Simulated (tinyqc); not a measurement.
What moves the results: Franz-Keldysh effect at a direct gap. A value that a table varies takes the place of the one given here.

Parabolic bands, vertical transitions, no excitons. For each hole band j: mr = me mj/(me + mj); joint density of states J_j(E) = (mr/c)^(3/2) sqrt(E - Eg)/(2 pi^2), both spins, c = hbar^2/2m0; averaged matrix element |e.p|^2 = m0 Ep/6; alpha_j(E) = 4 pi^2 alpha_f c Ep J_j/(3 nr E) in 1/angstrom (alpha_f the fine-structure constant, listed as alpha among the constants), times 1e8 for 1/cm.

In a field Fd (1 kV/cm = 1e-5 V/angstrom) the electro-optic energy of band j is th = (c (e Fd)^2/mr)^(1/3), and sqrt(E - Eg) in J_j is replaced by pi sqrt(th) [Ai'(b)^2 - b Ai(b)^2] with b = (Eg - E)/th; Ai is the Airy function.

Constants: hbar^2/2m0 = 3.80998211 eV angstrom^2; fine-structure constant alpha = 0.007297352564.

Values chosen for the exercise (near those of InGaAs; not measured data): Eg = 0.737 eV (direct gap); me = 0.0401 m0 (electron mass); mhh = 0.478 m0 (heavy-hole mass); mlh = 0.0537 m0 (light-hole mass); Ep = 23.2 eV (Kane energy); nr = 3.52 (refractive index); Fd = 68 kV/cm (uniform field); det = 25 meV (detuning below the gap).

## Spectrum around the gap

Absorption (1/cm):
```
E - Eg (eV)  alpha(0)  alpha(F)  change
-0.0906             0     2.180       2
-0.0725             0     9.289       9
-0.0544             0     35.88      36
-0.0362             0     124.5     124
-0.0181             0     375.5     375
0.0000              0     971.8     972
0.0181           3101      2111    -990
0.0362           4282      3763    -519
0.0544           5129      5411     282
0.0725           5789      6282     494
0.0906           6330      6352      22
0.1087           6785      6535    -250
0.1450           7514      7622     108
0.1812           8068      8103      34
```

At the gap alpha(F) = 972 1/cm; 72.5 meV below it 9.29 1/cm remain, the tail falling as exp(-(4/3) b^(3/2)). Among the energies listed the largest rise is 972 1/cm at E - Eg = 0.0 meV and the largest fall -990 1/cm at 18.1 meV. It changes sign between 0.0 and 18.1 meV, between 36.2 and 54.4 meV, between 90.6 and 108.7 meV and between 108.7 and 145.0 meV; th is 36.2 meV for heavy holes and 42.5 meV for light holes.

## Tail absorption against field

At E = Eg - det; the field takes the values listed. The last column is the length for 10 dB of loss.

Results:
```
Fd (kV/cm)  th heavy (meV)  b heavy  alpha (1/cm)  length (micrometre)
10                   10.10    2.476          1.12             2.05e+04
20                   16.03    1.560          19.6             1.18e+03
40                   25.45    0.982           107                  216
60                   33.34    0.750           210                  110
100                  46.87    0.533           401                 57.4
150                  61.42    0.407           598                 38.5
250                  86.34    0.290           899                 25.6
400                 118.11    0.212      1.23e+03                 18.8
```

alpha grows by 2.3 decades from 10 to 60 kV/cm and by a factor 1.36 over the last step, where the field grows by 1.6: the exponent (4/3) b^(3/2) goes as 1/Fd, so the gain is steep only while b > 1 (deep in the tail the light-hole pair, with its smaller b, carries most of it), that is up to 20 kV/cm of those listed. Values below about 10 1/cm lie under the Urbach and exciton tails of a real crystal, left out here.

## What moves the tail

At E = Eg - det. Each row changes one parameter from the base and keeps the others.

Results:
```
case             th heavy (meV)  alpha (1/cm)
base                     36.246         250.7
Fd = 88.4 kV/cm          43.174         348.9
det = 35 meV             36.246         134.5
me = 0.0461 m0           34.733         273.2
mlh = 0.0698 m0          36.246         260.2
Ep = 25.5 eV             36.246         275.5
nr = 3.7                 36.246         238.5
```

The largest shifts from the base row, up to three for each result and ties (the steps differ in size, so this ranks the rows, not the parameters). th heavy (meV): Fd +6.928, me -1.513; unchanged at the printed digits by det, mlh, Ep and nr. alpha (1/cm): det -116, Fd +98.2, Ep +24.9.

Computed by tinyqc, a small Python program: `OMP_NUM_THREADS=1 python tinyqc.py 1650878 1650879 out.jsonl` (the numbers bound the seed that draws the inputs); one thread of a shared host (Intel(R) Xeon(R) Processor @ 2.30GHz), about 0.01 s for the whole set of steps.
